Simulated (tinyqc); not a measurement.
Mass and degeneracy from charge and saturation current.

Inverse problem. At high drain voltage only states moving towards the drain are filled: n = (N0/2) F_0(eta), N0 = gv m kB T/(pi hbar^2), F_0(x) = ln(1 + exp x), and I = q (N0/2) vT F_(1/2)(eta) per width, vT = sqrt(2 kB T/(pi m)), F_(1/2)(x) = (2/sqrt(pi)) int_0^infinity u^(1/2)/(1 + exp(u - x)) du. Find eta and m.

Inputs (values chosen for the exercise): temperature T = 150 K; valley degeneracy gv = 4.

Constants: q = 1.602176634e-19 C, kB = 1.380649e-23 J/K, hbar = 1.054571817e-34 J s, m0 = 9.1093837015e-31 kg. Results are converted to the units shown.

n = 3.3022700e12 cm^-2
I = 815.25341 uA/um

Answer. The mass drops out of I^2/(q^2 n) = gv (kB T)^2 F_(1/2)^2/(pi^2 hbar^2 F_0), which rises with eta and so fixes it; n then gives m.

eta = 2.490
m = 0.1190 m0

Numbers from tinyqc (`OMP_NUM_THREADS=1 python tinyqc.py 2400131 2400132 out.jsonl`; about 0.01 s on one thread of a shared Intel Xeon 2.30GHz).
